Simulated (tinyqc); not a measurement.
Read current of a NAND string, cells in series solved by shooting: read current against the number of cells.

Cells in series, numbered from 0 at the source line (0 V) to the bit line, each followed by a gap resistance Rg. A cell with gate Vg, threshold VT, source Vs and drain Vd passes I = 2 nf K Vt^2 [F(Vs) - F(Vd)]/(1 + th max(Vg - VT, 0)), F(V) = ln^2(1 + exp((Vg - VT - nf V)/(2 nf Vt))). The selected cell has Vg = Vr, the others Vg = Vp.

For a trial current I start at 0 V and, cell by cell, solve for the drain: sqrt(F(Vd)) = sqrt(F(Vs) - I/k), k = 2 nf K Vt^2/(1 + th max(Vg - VT, 0)), Vd = [Vg - VT - 2 nf Vt ln(exp(sqrt F) - 1)]/nf, then add I Rg. The string current is the I for which the last node reaches Vbl. The apparent threshold is the Vr at which I = Is. Background: all other cells erased (VT = Ve) or all in the highest state (VT = Vh); ratio and shift are high over erased and high minus erased. The selected cell is in the middle, cell n/2.

Parameters, values chosen for the exercise; values of the order met in vertical NAND strings:
- T = 300 K (temperature)
- K = 9.1 uA/V^2 (gain factor of a cell)
- nf = 1.3 (slope factor)
- th = 0.12 1/V (mobility reduction factor)
- Rg = 2.5 kohm (resistance of the gap between cells)
- Vbl = 0.4 V (bit-line voltage)
- Vp = 7.1 V (pass voltage)
- Ve = -0.8 V (threshold of an erased cell)
- Vh = 3.5 V (threshold of the highest state)
- Vx = 2.4 V (threshold of the selected cell)
- Is = 10 nA (sensing current)
- Vr = 3.3 V (read voltage on the selected word line)

Constants: q = 1.602176634e-19 C, kB = 1.380649e-23 J/K, Vt = kB T/q. Results are converted to the units shown.

Results:
```
n	I, others erased (uA)	I, others high (uA)	ratio	apparent VT, erased (V)	apparent VT, high (V)	background shift (mV)
8	0.9746	0.7360	0.7552	2.415	2.416	0.8697
16	0.6130	0.4265	0.6958	2.416	2.418	1.741
32	0.3510	0.2312	0.6586	2.419	2.423	3.486
64	0.1891	0.1206	0.6377	2.426	2.433	6.993
128	0.09833	0.06161	0.6266	2.438	2.452	14.07
192	0.06643	0.04137	0.6228	2.450	2.472	21.22
```

Estimate the missing row, n = 96.

Computed row:
```
n	I, others erased (uA)	I, others high (uA)	ratio	apparent VT, erased (V)	apparent VT, high (V)	background shift (mV)
96	0.1294	0.08155	0.6303	2.432	2.442	10.52
```

With this row back in the table: With erased neighbours the current falls from 0.975 to 0.0664 uA, as n^(-0.67) between the first two rows and n^(-0.97) between the last two (-1 once the series resistance rules). The ratio falls from 0.755 to 0.623 and the background shift rises from 0.870 to 21.2 mV.

Computed by the program tinyqc: `OMP_NUM_THREADS=1 python tinyqc.py 2142220 2142221 out.jsonl`, one thread of a shared Intel Xeon 2.30GHz, about 0.5 s for the whole run.
